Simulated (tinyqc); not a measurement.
Solid against vapour: precursor delivery by bubblers, mass-transport growth and the solid composition of a III-V alloy. Computed by tinyqc, a small Python program. Command: `OMP_NUM_THREADS=1 python tinyqc.py 3024833 3024834 out.jsonl movpe_thermo walk`. One thread of a shared host (Intel(R) Xeon(R) Processor @ 2.30GHz), about 0.01 s of CPU time with the checks.

1 sccm = 44.615 micromol/min; 1 torr = 133.322 Pa. The sources decompose fully at the surface.

Inputs (values chosen for the exercise, modelled on trimethylgallium (source 1) and trimethylindium (source 2) for the vapour pressures): growth temperature T = 1040 K; interaction L0 of the solid = 4.28 kJ/mol; exchange energy dG_x of AC + (1/2) D2 -> AD + (1/2) C2 = -19 kJ/mol.

Alloy: mixing on the group-V sites.

Constants: R = 8.314462618 J/(mol K).

Method. At high V/III the group-V pressures at the surface equal those supplied, as dimers: p_D2/p_C2 = x_v/(1 - x_v). Equilibrium of the solid AC(1-x)D(x), A standing for the mix of both group-III metals: ln[x/(1 - x)] + L0 (1 - 2x)/(R T) = -dG_x/(R T) + (1/2) ln[x_v/(1 - x_v)].

Composition:
```
x_v         x  x for L0 = 0   x/x_v
0.02  0.58250       0.56251  29.125
0.05  0.71959       0.67372  14.392
0.10  0.80177       0.75001   8.018
0.25  0.88369       0.83862   3.535
0.50  0.93248       0.90001   1.865
0.75  0.96094       0.93972   1.281
0.90  0.97743       0.96429   1.086
0.95  0.98447       0.97514   1.036
0.98  0.99033       0.98438   1.011
```

What follows from these numbers?

dG_x = -19 kJ/mol favours AD: at x_v = 1/2 the ideal solid has x = 0.900. The positive L0 pushes x away from 1/2, to 0.932, and steepens the curve near x = 1/2; at L0 = 2 R T = 17.3 kJ/mol the slope would diverge.
